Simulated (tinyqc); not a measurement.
Inside a calculation. Method: plane-wave Kohn-Sham cycle with exchange-only LDA in a layered model solid. One step of it, computed by the program tinyqc.

Problem. Iteration 1: potential. V_H(G) = 4 pi rho(G)/G^2 for G != 0 (uniform background); v_x = -(3 rho/pi)^(1/3); V = V_ext + V_H + v_x; Fourier components f(G_m) = (1/N) sum_j f(x_j) exp(-i G_m x_j).

A solid whose potential varies along x alone (atomic units):
```
parameter                      value
period a                    4.900000
cross-section of the cell  24.000000
electrons per cell                 4
grid points                       16
plane waves -n..n, n               3
k points                           2
V1 in V1 cos(2 pi x/a)     -0.470000
V2 in V2 cos(4 pi x/a)      0.170000
```

density at the start, on the grid x_j = j a/N (e/bohr^3): 0.03401361  0.03401361  0.03401361  0.03401361  0.03401361  0.03401361  0.03401361  0.03401361  0.03401361  0.03401361  0.03401361  0.03401361  0.03401361  0.03401361  0.03401361  0.03401361

Give: Potentials on the grid; V(G_m), m = 0, 1, 2, ....

Solution.

Potentials on the grid (hartree):
```
x         V_ext     V_H      v_x        V
0.0000  -0.3000  0.0000  -0.3191  -0.6191
0.3063  -0.3140  0.0000  -0.3191  -0.6331
0.6125  -0.3323  0.0000  -0.3191  -0.6514
0.9187  -0.3001  0.0000  -0.3191  -0.6191
1.2250  -0.1700  0.0000  -0.3191  -0.4891
1.5312   0.0597  0.0000  -0.3191  -0.2594
1.8375   0.3323  0.0000  -0.3191   0.0133
2.1437   0.5544  0.0000  -0.3191   0.2354
2.4500   0.6400  0.0000  -0.3191   0.3209
2.7563   0.5544  0.0000  -0.3191   0.2354
3.0625   0.3323  0.0000  -0.3191   0.0133
3.3687   0.0597  0.0000  -0.3191  -0.2594
3.6750  -0.1700  0.0000  -0.3191  -0.4891
3.9813  -0.3001  0.0000  -0.3191  -0.6191
4.2875  -0.3323  0.0000  -0.3191  -0.6514
4.5938  -0.3140  0.0000  -0.3191  -0.6331
```

V(G_m), m = 0, 1, 2, ... (hartree): -0.3191  -0.2350  0.0850  0.0000  0.0000  0.0000  0.0000
